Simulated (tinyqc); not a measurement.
Inside a calculation. Method: Born-Oppenheimer dynamics on the RHF/sto-3g surface (energies and gradients from PySCF), for H4, spin multiplicity 1. Computed by tinyqc, a small Python program that keeps every step (integrals from PySCF). Settings: charge = 0, multiplicity = 1, basis = sto-3g, time step (fs) = 0.2, steps = 16. Command: `OMP_NUM_THREADS=1 python tinyqc.py 23543 23544 out.jsonl` (the two numbers bound the seeds that draw the settings). One thread of a shared host (Intel(R) Xeon(R) Processor @ 2.60GHz), about 0.7 s of CPU time with the checks.

positions (bohr):
```
            x          y          z
1H   0.011338   0.009449   0.018897
2H  -0.071810  -0.166296   1.356823
3H  -0.058582   1.623275  -0.052912
4H   0.054802   1.704533   1.455089
```

The total energy should stay constant up to terms of order dt^2; the step counts as short enough if it moves by less than 2 % of the largest kinetic energy.

Trajectory:
```
time (fs)  1H-2H (angstrom)  potential (hartree)  kinetic (hartree)  total (hartree)
0.000000           0.715436          -1.80715235         0.00101464      -1.80613771
0.200000           0.712985          -1.81722515         0.01098271      -1.80624244
0.400000           0.708026          -1.84376000         0.03726636      -1.80649365
0.600000           0.700842          -1.88279018         0.07597726      -1.80681292
0.800000           0.691868          -1.92916748         0.12204703      -1.80712044
1.000000           0.681682          -1.97776783         0.17040427      -1.80736355
1.200000           0.670971          -2.02433332         0.21681165      -1.80752167
1.400000           0.660505          -2.06585177         0.25825560      -1.80759617
1.600000           0.651088          -2.10059730         0.29299892      -1.80759838
1.800000           0.643497          -2.12799990         0.32045770      -1.80754220
2.000000           0.638420          -2.14845646         0.34101493      -1.80744153
2.200000           0.636382          -2.16312462         0.35581308      -1.80731154
2.400000           0.637695          -2.17368103         0.36650850      -1.80717253
2.600000           0.642422          -2.18199309         0.37494132      -1.80705177
2.800000           0.650378          -2.18968880         0.38271175      -1.80697705
3.000000           0.661163          -2.19773032         0.39076831      -1.80696201
3.200000           0.674216          -2.20620426         0.39920868      -1.80699558
```

Is the time step short enough?

Yes. The total energy moves within 1.5e-03 hartree, under 2 % of the largest kinetic energy.
